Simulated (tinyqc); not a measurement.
Oxide trap near a transistor channel: two-state multiphonon kinetics, telegraph noise and bias instability: one step, computed by the program tinyqc. Command: `OMP_NUM_THREADS=1 python tinyqc.py 3026470 3026471 out.jsonl oxidetrap walk`. One thread of a shared host (Intel(R) Xeon(R) Processor @ 2.30GHz), about 0.01 s of CPU time with the checks.

An n-channel device under positive gate bias. The trap is empty (state 1) or holds an electron (state 2); both states are parabolas of equal curvature, and the electron reservoir is taken at the Fermi level of the channel.

Problem. Step height and noise. Charge-sheet step dV = e (t_ox - x)/(eps_ox eps_0 W L); Lorentzian spectrum S(f) = 4 dV^2 tau_0^2/((tau_c + tau_e)(1 + (2 pi f tau_0)^2)); corner 1/(2 pi tau_0); variance dV^2 f_2 (1 - f_2) = dV^2 tau_0/(tau_c + tau_e).

Inputs (values chosen for the exercise, with an insulator like Si3N4 on silicon): insulator constant eps_ox = 6.99; insulator thickness t_ox = 2.9 nm; trap depth x from the interface = 1.2 nm; tunnel barrier phi_b = 2.15 eV; oxide field F = 6.9 MV/cm; temperature T = 400 K; channel width W = 160 nm; channel length L = 17 nm; frequency f = 5000 Hz.

Parts treated: one trap and an ensemble.

tau_0 = 535.8084 s

capture time tau_c = 610.3240 s

emission time tau_e = 4388.567 s

Constants: e = 1.602176634e-19 C; eps_0 = 8.8541878128e-12 F/m.

Give: threshold step dV; corner frequency; S(f); root-mean-square noise.

Solution.

threshold step dV = 1.6179 mV

corner frequency = 2.9704e-04 Hz

S(f) = 2.1223e-18 V^2/Hz

root-mean-square noise = 0.52970 mV

f lies above the corner, on the 1/f^2 tail. Random dopants and current percolation, left out here, spread real steps around this value. Caution: a field 1.5 times as high comes near the usual breakdown field of such an insulator. Caution: the field lowers the tunnel barrier appreciably over the trap depth, so the rectangular barrier understates the rate.
